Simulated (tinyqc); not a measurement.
Changing the Coulomb pseudopotential mu*: critical temperature from a phonon spectrum: McMillan, Allen-Dynes and the linearised Eliashberg equation. Computed by tinyqc, a small Python program. Command: `OMP_NUM_THREADS=1 python tinyqc.py 3004985 3004986 out.jsonl eliashberg sweep`. One thread of a shared host (Intel(R) Xeon(R) Processor @ 2.30GHz), about 0.02 s of CPU time with the checks.

alpha^2 F(omega) = sum_i (lambda_i omega_i/2) delta(omega - omega_i), so that lambda = 2 int alpha^2 F/omega d omega = sum_i lambda_i.

Inputs (values chosen for the exercise, for a model metal):

| quantity | value | unit |
|---|---|---|
| peak energy omega_1 | 5.49 | meV |
| coupling lambda_1 | 1.13 | - |
| peak energy omega_2 | 16.4 | meV |
| coupling lambda_2 | 0.96 | - |

Peaks in alpha^2 F: two.

Constants: k_B = 8.617333262e-05 eV/K.

Method:
- omega_log = exp(sum lambda_i ln omega_i / lambda); omega_rms = sqrt(sum lambda_i omega_i^2 / lambda).
- McMillan form: k_B T_c = (omega_log/1.2) exp[-1.04 (1 + lambda)/(lambda - mu* (1 + 0.62 lambda))]. Allen-Dynes multiplies it by f1 f2: f1 = [1 + (lambda/L1)^(3/2)]^(1/3), L1 = 2.46 (1 + 3.8 mu*); f2 = 1 + (omega_rms/omega_log - 1) lambda^2/(lambda^2 + L2^2), L2 = 1.82 (1 + 6.3 mu*) omega_rms/omega_log.
- Linearised Eliashberg equation at omega_n = (2n + 1) pi k_B T, n = 0..N-1: lambda(j) = sum_i lambda_i omega_i^2/(omega_i^2 + (2 pi j k_B T)^2); K_mn = lambda(m - n) + lambda(m + n + 1) - 2 mu*(N) - delta_mn [2m + 1 + lambda(0) + 2 sum_(j=1..m) lambda(j)], with 1/mu*(N) = 1/mu* + ln(omega_rms/omega_N), omega_N = (2N + 1) pi k_B T. T_c is where the largest eigenvalue rho of K is zero.
- N is the smallest integer at or above 8 omega_max/(2 pi k_B T_AD), omega_max the highest peak and T_AD the Allen-Dynes value.
- T_c ~ M^(-a). All omega_i scale as M^(-1/2) at fixed lambda, but mu* = mu/(1 + mu ln(E_F/omega)) changes: d mu*/d ln omega = mu*^2. In the McMillan form a = (1/2) [1 - 1.04 (1 + lambda)(1 + 0.62 lambda) mu*^2/(lambda - mu* (1 + 0.62 lambda))^2].

One run for each value:

| Coulomb pseudopotential mu* | T_c, Eliashberg (K) | T_c, Allen-Dynes (K) | T_c, McMillan form (K) | isotope exponent a |
|---|---|---|---|---|
| 0.04 | 23.265 | 22.774 | 17.574 | 0.49852 |
| 0.07 | 21.144 | 20.786 | 16.593 | 0.49514 |
| 0.13 | 17.165 | 17.390 | 14.598 | 0.48058 |
| 0.16 | 15.324 | 15.884 | 13.588 | 0.46818 |
| 0.19 | 13.611 | 14.466 | 12.572 | 0.45131 |
| 0.22 | 12.010 | 13.118 | 11.554 | 0.42892 |

Give the missing row, Coulomb pseudopotential mu* = 0.10.

Computed row:
```
Coulomb pseudopotential mu*  T_c, Eliashberg (K)  T_c, Allen-Dynes (K)  T_c, McMillan form (K)  isotope exponent a
0.10                                      19.105                19.010                  15.601             0.48934
```

Interpolating between the two neighbouring rows (the first column on a logarithmic scale, the others too where they are positive) misses most in T_c, Eliashberg (K), by 1.9 %. Over the rows, T_c, Eliashberg (K) falls from 23.3 to 12.0 (exponent d ln y / d ln x -0.17 between the first rows and -0.85 between the last); T_c, Allen-Dynes (K) falls from 22.8 to 13.1 (exponent d ln y / d ln x -0.16 between the first rows and -0.67 between the last); T_c, McMillan form (K) falls from 17.6 to 11.6 (exponent d ln y / d ln x -0.10 between the first rows and -0.58 between the last). Repulsion acts at all Matsubara frequencies; the gap function escapes part of it by changing sign at high frequency. The smaller lambda, the more a given mu* costs.

Caution (all rows): for lambda above about 1.5 the plain McMillan form saturates and falls short.
